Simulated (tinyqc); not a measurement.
# MOSFET in the linear regime without short-channel effects, parameter extraction from computed curves: extraction methods against the temperature

Inversion charge Q = Cox n Vt W0(exp((Vg - VT)/(n Vt))), W0 the Lambert function and n = nf; u = Q/Cox; mobility mu = mu0/(1 + th1 u + th2 u^2); channel resistance Rch = (L - dL)/(W mu Q); Id = Vd/(Rch + Rsd/W). Cox = eps0 eox/tox. Small Vd, no channel-length or drain effects.

From the continuous curve Id(Vg): tangent at peak gm (V_ext = Vg - Id/gm); constant current Id = 0.1 uA W/L; peak of d2Id/dVg2; Y = Id/sqrt(gm) drawn through Vg = VT + 0.6 and VT + 0.8 V, with intercept VT_Y and slope s. Mobilities gm,max L/(W Cox Vd) and s^2 L/(W Cox Vd) with the drawn L. Last column: share of Rsd/W in the total resistance at VT + 0.8 V.

Parameters, values chosen for the exercise; channel values of the order met in silicon transistors: relative permittivity of the gate insulator (close to silicon dioxide) eox = 3.9; insulator thickness tox = 1.3 nm; low-field mobility mu0 = 84 cm^2/(V s); first mobility attenuation factor th1 = 0.19 1/V; second mobility attenuation factor th2 = 0.05 1/V^2; threshold voltage VT = 0.48 V; body factor nf = 1.18; gate width W = 1 um; drawn gate length L = 0.11 um; drawn less effective length dL = 0.003 um; source plus drain resistance Rsd = 390 ohm um; drain voltage Vd = 0.01 V.

Constants: q = 1.602176634e-19 C, kB = 1.380649e-23 J/K, Vt = kB T/q, eps0 = 8.8541878128e-14 F/cm where lengths are in cm. Results are converted to the units shown.

Result of one run:
columns A: T (K); B: V_ext (V); C: constant current (V); D: second derivative (V); E: VT_Y (V); F: mobility from gm (cm^2/(V s)); G: mobility from Y (cm^2/(V s)); H: series share (%)
```
A        B      C      D      E     F     G     H
370  0.467  0.533  0.465  0.538  52.3  80.8  32.7
```

What becomes of these results when the temperature T is changed from 370 to 77 K, all else the same?

Result of the changed run:
columns A: T (K); B: V_ext (V); C: constant current (V); D: second derivative (V); E: VT_Y (V); F: mobility from gm (cm^2/(V s)); G: mobility from Y (cm^2/(V s)); H: series share (%)
```
A       B      C      D      E     F     G     H
77  0.484  0.539  0.478  0.518  67.9  90.3  34.6
```

The whole series:
columns A: T (K); B: V_ext (V); C: constant current (V); D: second derivative (V); E: VT_Y (V); F: mobility from gm (cm^2/(V s)); G: mobility from Y (cm^2/(V s)); H: series share (%)
```
A        B      C      D      E     F     G     H
77   0.484  0.539  0.478  0.518  67.9  90.3  34.6
110  0.484  0.541  0.477  0.523  65.0  89.1  34.3
150  0.482  0.542  0.475  0.527  62.1  87.8  34.0
220  0.479  0.542  0.472  0.533  58.2  85.5  33.6
300  0.473  0.538  0.469  0.537  54.8  82.9  33.1
370  0.467  0.533  0.465  0.538  52.3  80.8  32.7
450  0.459  0.525  0.460  0.537  49.9  78.4  32.3
```

The model has VT = 0.48 V and mu0 = 84 cm^2/(V s). Over the table the extracted thresholds move by 25 mV (tangent), 17 mV (constant current), 18 mV (second derivative), 20 mV (Y function). The mobility from gm falls from 67.9 to 49.9 and that from Y falls from 90.3 to 78.4 cm^2/(V s).

tinyqc, about 0.01 s, one thread, Intel Xeon 2.30GHz (shared host): `OMP_NUM_THREADS=1 python tinyqc.py 2210038 2210039 out.jsonl`
